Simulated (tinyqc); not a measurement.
# Trench capacitor in an array: capacitance, non-linearity, leakage and relaxation: effects of single changes

A film between two metal electrodes, each interface adding a series capacitance ci. The small-signal permittivity is ek (1 + aq E^2); the field is found with the linear permittivity. Leakage J = J0 sinh(E/Ef). After a voltage step the film passes a relaxation current kr C V tt^(-nr), tt being the time in seconds. The sidewall is a coaxial capacitor with radii a = dm/2 - t and b = dm/2, depth AR dm; the end face is left out.

Values chosen for this exercise; permittivity of the order of that of titanium dioxide: relative permittivity of the film ek = 74.4; film thickness t = 16 nm; capacitance of each electrode interface (dead layer and screening) ci = 1000 uF/cm^2; quadratic field coefficient of the permittivity aq = 0.021 cm^2/MV^2; bias V = 2.4 V; exponent of the relaxation current nr = 0.983; strength of the relaxation kr = 0.0021; leakage prefactor J0 = 2.6e-10 A/cm^2; field for an e-fold rise of the leakage Ef = 0.22 MV/cm; aspect ratio, depth over diameter AR = 20; pitch of the square array pt = 310 nm; resistivity of the inner electrode rho = 220 uohm cm; duration of the write pulse t0 = 1e-7 s.

Constants: eps0 = 8.8541878128e-14 F/cm where lengths are in cm. Results are converted to the units shown.

Each table varies one quantity; the others keep the values above.

## Capacitance, non-linearity and leakage against thickness

Planar film: Cf = eps0 ek/t, 1/C = 1/Cf + 2/ci, EOT = 3.9 eps0/C, effective permittivity C t/eps0, E = (V/t) C/Cf; quadratic coefficient [C(V)/C - 1]/V^2 with Cf (1 + aq E^2) in C(V).

Result of one run:

| t (nm) | C (uF/cm^2) | EOT (nm) | effective permittivity | E (MV/cm) | quadratic coefficient (ppm/V^2) | J (A/cm^2) |
|---|---|---|---|---|---|---|
| 18 | 3.633 | 0.9505 | 73.86 | 1.324 | 6340 | 5.332e-8 |

What becomes of these results when the film thickness t is changed from 18 to 23 nm, all else the same?

Result of the changed run:

| t (nm) | C (uF/cm^2) | EOT (nm) | effective permittivity | E (MV/cm) | quadratic coefficient (ppm/V^2) | J (A/cm^2) |
|---|---|---|---|---|---|---|
| 23 | 2.848 | 1.213 | 73.98 | 1.038 | 3902 | 1.452e-8 |

The whole series:

| t (nm) | C (uF/cm^2) | EOT (nm) | effective permittivity | E (MV/cm) | quadratic coefficient (ppm/V^2) | J (A/cm^2) |
|---|---|---|---|---|---|---|
| 8.6 | 7.544 | 0.4577 | 73.28 | 2.749 | 2.706e4 | 3.466e-5 |
| 11 | 5.918 | 0.5835 | 73.52 | 2.156 | 1.673e4 | 2.344e-6 |
| 14 | 4.662 | 0.7408 | 73.71 | 1.698 | 1.041e4 | 2.928e-7 |
| 18 | 3.633 | 0.9505 | 73.86 | 1.324 | 6340 | 5.332e-8 |
| 23 | 2.848 | 1.213 | 73.98 | 1.038 | 3902 | 1.452e-8 |
| 29 | 2.261 | 1.527 | 74.06 | 0.8238 | 2463 | 5.496e-9 |
| 37 | 1.774 | 1.946 | 74.14 | 0.6463 | 1518 | 2.447e-9 |
| 47 | 1.398 | 2.471 | 74.19 | 0.5092 | 942.7 | 1.303e-9 |
| 60 | 1.096 | 3.152 | 74.24 | 0.3991 | 579.5 | 7.765e-10 |

C falls from 7.54 to 1.10 uF/cm^2 while the effective permittivity goes from 73.3 to 74.2 (ek = 74.4). EOT is a straight line in t with slope 3.9/ek = 0.0524 and intercept 0.00691 nm. The quadratic coefficient goes as t^(-1.95) between the first two rows and t^(-1.99) between the last two (-2 without interfaces), and J falls by 4.65 decades.

## Cell against the diameter of the hole

Per length 1/c = ln(b/a)/(2 pi eps0 ek) + (1/a + 1/b)/(2 pi ci); cell capacitance c AR dm; per footprint over pt^2; fields c V/(2 pi eps0 ek r) at r = a and b; resistance of the inner electrode rho AR dm/(pi a^2); time constant R C/3 of the distributed line. The pitch is scaled as pt dm/(180 nm).

Cell against the diameter of the hole:

| dm (nm) | cell capacitance (fF) | per footprint (uF/cm^2) | field at a (MV/cm) | field at b (MV/cm) | R (kohm) | R C/3 (ps) |
|---|---|---|---|---|---|---|
| 42 | 2.395 | 45.78 | 3.307 | 0.7874 | 23.53 | 18.79 |
| 56 | 5.421 | 58.28 | 2.339 | 1.002 | 5.447 | 9.842 |
| 75 | 11.06 | 66.32 | 1.989 | 1.141 | 2.272 | 8.381 |
| 100 | 21.29 | 71.76 | 1.815 | 1.234 | 1.212 | 8.596 |
| 130 | 37.77 | 75.35 | 1.719 | 1.296 | 0.7583 | 9.547 |
| 180 | 75.50 | 78.56 | 1.643 | 1.351 | 0.4604 | 11.59 |
| 240 | 137.7 | 80.60 | 1.599 | 1.386 | 0.3108 | 14.26 |
| 320 | 249.4 | 82.10 | 1.569 | 1.412 | 0.2161 | 17.97 |

What does the table show?

As dm goes from 42 to 320, the cell capacitance rises from 2.40 to 249 fF, the capacitance per footprint rises from 45.8 to 82.1 uF/cm^2, the ratio of the two fields falls from 4.20 to 1.11 and R C/3 goes from 18.8 through a minimum of 8.38 (at dm = 75 among the rows listed) to 18.0 ps; the time constant goes as dm^(-2.25) between the first two rows and dm^(0.80) between the last two.

## Charge lost after writing

Planar film: Cf = eps0 ek/t, 1/C = 1/Cf + 2/ci, EOT = 3.9 eps0/C, effective permittivity C t/eps0, E = (V/t) C/Cf. A capacitor written for t0 and then left open loses, as a share of C V, kr (tt^(1 - nr) - t0^(1 - nr))/(1 - nr) by relaxation and J tt/(C V) by leakage; both are taken as small, and rows far outside that range are left out.

The same in every row: leakage current (nA/cm^2) = 112.4.

Charge lost after writing:

| tt (s) | relaxation current (nA/cm^2) | loss by relaxation (%) | loss by leakage (%) | total loss (%) |
|---|---|---|---|---|
| 1e-6 | 1.627e7 | 0.3749 | 1.147e-6 | 0.3749 |
| 1e-5 | 1.692e6 | 0.7648 | 1.147e-5 | 0.7649 |
| 0.0001 | 1.760e5 | 1.170 | 1.147e-4 | 1.170 |
| 0.001 | 1.830e4 | 1.592 | 0.001147 | 1.593 |
| 0.01 | 1903 | 2.030 | 0.01147 | 2.042 |
| 0.1 | 197.9 | 2.486 | 0.1147 | 2.601 |
| 1 | 20.58 | 2.961 | 1.147 | 4.108 |

Read the table: what changes, and by how much?

The two currents are equal at tt = 0.178 s. The loss by relaxation grows from 0.375 to 2.96 %, by 0.390 points over the first decade and 0.474 over the last, while the loss by leakage grows tenfold a decade. Relaxation is the larger loss in every row.

tinyqc, about 0.01 s, one thread, Intel Xeon 2.30GHz (shared host): `OMP_NUM_THREADS=1 python tinyqc.py 2102151 2102152 out.jsonl`
